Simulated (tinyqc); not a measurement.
# On-chip interconnect, size-dependent resistivity and RC delay: effects of single changes

A rectangular line between two neighbours and two ground planes. Surface and grain-boundary scattering are added to the bulk resistivity as corrections; capacitances are parallel-plate values without fringing; inductance is ignored.

Values chosen for this exercise; metal values close to those of copper: bulk resistivity rho0 = 1.65 uohm cm; bulk mean free path lam = 40.1 nm; specular share of surface scattering ps = 0.2; reflection coefficient of grain boundaries Rg = 0.5; grain size over the metal width gr = 1.5; drawn line width wd = 110 nm; aspect ratio, height over width AR = 1.4; liner on both walls and the bottom, not conducting tl = 1.4 nm; space to the neighbouring lines sp = 160 nm; dielectric height to the planes above and below hd = 110 nm; relative permittivity of the dielectric ek = 2.5; Miller factor of the neighbours Mf = 0; line length Lw = 6.2 um; driver resistance Rd = 310 ohm; load capacitance Cl = 0.12 fF; bulk resistivity of the second metal (close to molybdenum) rho2 = 5.25 uohm cm; mean free path of the second metal lam2 = 11.1 nm; liner of the second metal tl2 = 0.1 nm.

Constants: eps0 = 8.8541878128e-12 F/m. Results are converted to the units shown.

Each table varies one quantity; the others keep the values above.

## Delay against the aspect ratio

Metal width x = wd - 2 tl, height y = AR wd - tl; grain boundaries (Mayadas-Shatzkes): al = (lam/(gr x)) Rg/(1 - Rg), g = 1/[1 - 3 al/2 + 3 al^2 - 3 al^3 ln(1 + 1/al)] - 1; surfaces (Fuchs-Sondheimer, thick limit): s = (3/8) lam (1 - ps)(1/x + 1/y); rho = rho0 (1 + g + s); r = rho/(x y); c = eps0 ek (2 wd/hd + 2 Mf AR wd/sp). Elmore delay tE = Rd (c Lw + Cl) + r Lw (c Lw/2 + Cl); t50 is the time at which the far end of a ladder of 30 pi sections (half capacitances at both ends, Cl at the far end, a step applied through Rd) reaches half the step; line share r Lw/(Rd + r Lw); estimate 0.69 Rd (c Lw + Cl) + 0.38 r c Lw^2 + 0.69 r Lw Cl.

The same in every row: c (fF/um) = 0.04427.

Delay against the aspect ratio:
```
AR   rho (uohm cm)  r (ohm/um)  tE (ps)  t50 (ps)  estimate (ps)  line share of the resistance (%)
0.8          2.652       2.856   0.1268   0.08832        0.08769                             5.404
1.2          2.574       1.839   0.1252   0.08705        0.08651                             3.547
1.6          2.536       1.355   0.1244   0.08645        0.08595                             2.638
2            2.513       1.072   0.1240   0.08610        0.08562                             2.100
2.4          2.498      0.8874   0.1237   0.08587        0.08541                             1.744
2.8          2.487      0.7567   0.1235   0.08571        0.08526                             1.491
3.2          2.479      0.6596   0.1233   0.08559        0.08514                             1.302
3.6          2.473      0.5845   0.1232   0.08549        0.08506                             1.156
4            2.468      0.5248   0.1231   0.08542        0.08499                             1.039
```

As AR goes from 0.8 to 4, r falls from 2.86 to 0.525 ohm/um, c stays at 0.0443 fF/um and t50 falls from 0.0883 to 0.0854 ps. t50/tE lies between 0.694 and 0.696, and the estimate is within 0.71 % of t50.

## Two metals against line width

Metal width x = wd - 2 tl, height y = AR wd - tl; grain boundaries (Mayadas-Shatzkes): al = (lam/(gr x)) Rg/(1 - Rg), g = 1/[1 - 3 al/2 + 3 al^2 - 3 al^3 ln(1 + 1/al)] - 1; surfaces (Fuchs-Sondheimer, thick limit): s = (3/8) lam (1 - ps)(1/x + 1/y); rho = rho0 (1 + g + s); r = rho/(x y). The second metal has rho2, lam2 and tl2 in place of rho0, lam and tl; ps, Rg, gr and AR are shared.

Two metals against line width:
```
wd (nm)  rho, first (uohm cm)  rho, second (uohm cm)  r, first (ohm/um)  r, second (ohm/um)  ratio second/first
5                       41.06                  22.48            3.332e4                6788              0.2037
6.5                     25.59                  18.43               8982                3251              0.3620
8                       18.90                  15.94               3709                1841              0.4962
10                      14.25                  13.79               1570                1012              0.6446
13                      10.64                  11.82              620.6               510.1              0.8219
17                      8.162                  10.28              256.6               258.2               1.006
22                      6.503                  9.144              115.2               136.6               1.186
30                      5.104                  8.115              46.22               64.99               1.406
45                      3.898                  7.168              15.00               25.44               1.696
70                      3.076                  6.489              4.739               9.496               2.004
120                     2.477                  5.977              1.269               2.971               2.342
```

What does the comparison show?

The resistivity of the first metal falls from 41.1 to 2.48 uohm cm and that of the second goes from 22.5 to 5.98 uohm cm as the line widens. The products rho0 lam, which set the size effect, are 66.2 and 58.3 uohm cm nm. The two resistances cross at wd = 16.9 nm: below it the second metal gives the lower line resistance. For widths well under the mean free path the thick-limit surface term is only a guide.

Program tinyqc, `OMP_NUM_THREADS=1 python tinyqc.py 2100124 2100125 out.jsonl`; Intel Xeon 2.30GHz, shared host, one thread, about 0.01 s.
